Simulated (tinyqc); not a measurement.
p-type polysilicon, carrier trapping at grain boundaries: one step of the calculation.

One-dimensional grains of size Lg, uniform ionised doping N, monovalent traps Qt at each boundary at a depth Et below (for electrons) or above (for holes) the band edge there, abrupt depletion of width W on each side of a boundary, Boltzmann statistics. xi is the distance from the band edge at the grain centre to the Fermi level. Trapped charge Qt/(1 + exp((xi + VB - Et)/Vt)) = 2 N W, barrier VB = q N W^2/(2 eps0 eps_r).

Problem. Resistivity and effective mobility. n0 = NB exp(-xi/Vt); mean density n0 (1 - 2 W/Lg) by charge balance in a partly depleted grain, and n0 (sqrt(pi)/2) erf(u)/u with u = sqrt(VB/Vt) in a fully depleted one; v = sqrt(kB T/(2 pi ms m0)); barrier resistivity Vt exp(VB/Vt)/(q fe n0 v Lg); grain resistivity (1 - 2 W/Lg)/(q n0 mug); effective mobility 1/(q mean density total resistivity).

Inputs (values chosen for the exercise); values of the order met in polycrystalline silicon: temperature T = 250 K; valence-band density of states at T NB = 2.02e19 cm^-3; grain size Lg = 23 nm; mass for thermionic emission ms = 0.3 m0; correction factor of the emission rate fe = 0.5; mobility inside the grains mug = 150 cm^2/(V s).

Constants: q = 1.602176634e-19 C, kB = 1.380649e-23 J/K, m0 = 9.1093837015e-31 kg, Vt = kB T/q. Results are converted to the units shown.

W = 11.5 nm
xi = 0.32606869 V
VB = 0.017385629 V

Give: n0; mean density; v; barrier resistivity; grain resistivity; resistivity; effective mobility.

Solution.

n0 = 5.3963e12 cm^-3
mean density = 4.2379e12 cm^-3
v = 4.4835e6 cm/s
barrier resistivity = 10831 ohm cm
grain resistivity = 0.0000 ohm cm
resistivity = 10831 ohm cm
effective mobility = 135.98 cm^2/(V s)

The resistivity is 44300 times that of a single crystal with the same N and mobility mug, and the mean density is 0.00249 % of N.

Computed by the program tinyqc: `OMP_NUM_THREADS=1 python tinyqc.py 2830003 2830004 out.jsonl`, one thread of a shared Intel Xeon 2.30GHz, about 0.01 s for the whole run.
